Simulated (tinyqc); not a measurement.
Comparisons within one model: ellipsoidal valleys in the axes of a wafer and a channel. A value that a table varies takes the place of the one given here.

Valleys with axes a along x, y and z, two valleys each; inverse mass tensor w = 1/mt + (1/ml - 1/mt) a a. Device axes: z = nz/|nz|, x = nx/|nx|, y = z cross x; in them a = (ax, ay, az). Confinement mass mz = 1/w_zz. In the plane w_ij is replaced by u_ij = w_ij - w_iz w_jz/w_zz (i, j = x, y); density-of-states mass md = 1/sqrt(det u); conductivity mass along x mc = 1/u_xx; ballistic transport mass mx = u_yy/det u, width mass my = 1/u_yy.

Hard walls: E_n = c (n pi/t)^2/mz, c = hbar^2/2m0, n = 1, 2, 3. Non-degenerate share of a valley proportional to md sum_n exp(-E_n/kT); mean 1/mc = sum of share/mc. 1 nm = 10 angstrom.

Constants: hbar^2/2m0 = 3.80998211 eV angstrom^2; kB = 8.617333262e-05 eV/K.

Parameters, chosen for this exercise (near those of the Delta valleys of Si; not measured data): ml = 0.903 m0 (longitudinal mass); mt = 0.184 m0 (transverse mass); t = 5.2 nm (thickness of the film); T = 400 K (temperature); nz = (1, 1, 0) (surface normal (confinement)); nx = (1, -1, 0) (channel direction).

## Wafer and channel orientation

For each face/channel: the lowest ladder (mz, number of valleys, md, E1, share) and the mean conductivity mass over all valleys.

Results:
```
face/channel,mz,valleys,md,E1 (meV),share,mean mc
(001)/[100],0.903,2,0.184,15.4,0.625,0.2163
(210)/[001],0.507,2,0.246,27.4,0.536,0.2192
(001)/[110],0.903,2,0.184,15.4,0.625,0.2163
(110)/[1-10],0.306,4,0.316,45.5,0.791,0.3858
(111)/[11-2],0.250,6,0.349,55.5,1.000,0.2881
(110)/[001],0.306,4,0.316,45.5,0.791,0.2208
(111)/[1-10],0.250,6,0.349,55.5,1.000,0.2881
```

What can be read from the table?

The mean conductivity mass is lowest, 0.2163, for (001)/[100] and (001)/[110] and highest, 0.3858, for (110)/[1-10]; the bulk value is 0.2505. The confinement energy is lowest on the face with the heaviest mz ((001), 15 meV). The density of states of the lowest ladder, valleys times md, runs between 0.368 and 2.096; a small value limits the charge through the quantum capacitance.

## Thickness of the film

Share of the lowest ladder and mean conductivity mass.

Results:
```
t (nm),lowest E1 (meV),spread of E1 (meV),share of the lowest ladder,mean mc
2.0,307.5,203.4,0.998,0.5416
3.0,136.7,90.4,0.955,0.4998
4.0,76.9,50.9,0.872,0.4345
5.0,49.2,32.5,0.802,0.3917
7.0,25.1,16.6,0.732,0.3566
10.0,12.3,8.1,0.700,0.3428
14.0,6.3,4.2,0.680,0.3344
```

What can be read from the table?

The spread falls as 1/t^2 and passes kT = 34.5 meV between t = 4 and 5 nm; the share of the lowest ladder goes from 0.998 to 0.680 and the mean mass goes from 0.5416 to 0.3344, against 0.3291 for equal shares, the limit of a thick film (the bulk value 3/(1/ml + 2/mt) is 0.2505; the two differ since axes are tilted in the x-z plane and in a quantised film no valley carries current across it; once scattering blurs the subbands the bulk value returns). Three subbands a valley become too few once E3 nears kT. In the thinnest rows E1 (308 meV) is beyond the parabolic range.

## What each parameter does

Lowest E1, its share and the mean conductivity mass. Each row changes one parameter from the base and keeps the others.

Results:
```
case,lowest E1 (meV),share,mean mc (m0)
base,45.49,0.7908,0.3858
ml = 0.813 m0,46.34,0.7880,0.3659
mt = 0.202 m0,42.12,0.7765,0.3981
t = 5.72 nm,37.59,0.7674,0.3737
T = 440 K,45.49,0.7786,0.3794
```

How do the results move?

The largest shifts from the base row, up to three for each result and ties (the steps differ in size, so this ranks the rows, not the parameters). lowest E1 (meV): t -7.89, mt -3.37, ml +0.85; unchanged at the printed digits by T. share: t -0.0234, mt -0.0143, T -0.0122. mean mc (m0): ml -0.0199, mt +0.0123, t -0.0121.

(tinyqc, `OMP_NUM_THREADS=1 python tinyqc.py 1850387 1850388 out.jsonl`, Intel(R) Xeon(R) Processor @ 2.30GHz, 1 thread, shared host, about 0.01 s.)
